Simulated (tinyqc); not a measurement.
Bowing of the band edge from disorder: coherent potential approximation for a binary alloy with a semi-elliptic band.

Site levels eA = -x d (share 1 - x) and eB = (1 - x) d (share x), so that their mean, the virtual crystal, is 0. Pure band: G0(z) = 2 (z - sqrt(z - W) sqrt(z + W))/W^2 with principal roots, density -Im G/pi per site. The medium has a self-energy S(z), G = G0(z - S), z = E + i eta. t_i = (e_i - S)/(1 - (e_i - S) G); the CPA demands <t> = (1 - x) tA + x tB = 0. Iteration: start at S = 0, set S(new) = S + <t>/(1 + <t> G), stop when |<t>| < 1e-9 eV.

Inputs chosen for the exercise: W = 3.7 eV (half width of the pure band); d = 4.59 eV (eB - eA).

For eta = 0 the CPA reads G = (1 - x)/(y - eA) + x/(y - eB) with y = E - W^2 G/4; the lower edge is the maximum of E(y) = y + W^2 G(y)/4 for y < eA. The virtual crystal puts it at -W. Second order: -W - 2 x (1 - x) d^2/W, from S = x (1 - x) d^2 G0(-W), G0(-W) = -2/W.

Lower edge (eV):

| x | edge | edge + W | second order | (edge + W)/(x (1 - x)) |
|---|---|---|---|---|
| 0.05 | -3.8626 | -0.1626 | -0.5409 | -3.4226 |
| 0.10 | -4.0230 | -0.3230 | -1.0249 | -3.5893 |
| 0.25 | -4.4898 | -0.7898 | -2.1353 | -4.2121 |
| 0.40 | -4.9288 | -1.2288 | -2.7332 | -5.1199 |
| 0.50 | -5.2006 | -1.5006 | -2.8470 | -6.0025 |
| 0.60 | -5.4495 | -1.7495 | -2.7332 | -7.2894 |
| 0.75 | -5.7562 | -2.0562 | -2.1353 | -10.9666 |
| 0.90 | -5.8942 | -2.1942 | -1.0249 | -24.3804 |
| 0.95 | -5.8358 | -2.1358 | -0.5409 | -44.9642 |

second-order coefficient = -11.3882 eV

What can be read from this table?

Disorder pushes the edge below the virtual crystal, most at x = 0.9 (-2194 meV). The coefficient runs from -3.423 at x = 0.05 to -44.964 eV at 0.95, against -11.388 in second order, which is only a guide at d/W = 1.24: it depends strongly on x and is largest in size where the low-lying A atoms are dilute and act as attractive impurities. For d above W/2 they bind a level, and the ratio then measures that level rather than bowing.

(tinyqc, `OMP_NUM_THREADS=1 python tinyqc.py 1480358 1480359 out.jsonl`, Intel(R) Xeon(R) Processor @ 2.30GHz, 1 thread, shared host, about 0.01 s.)
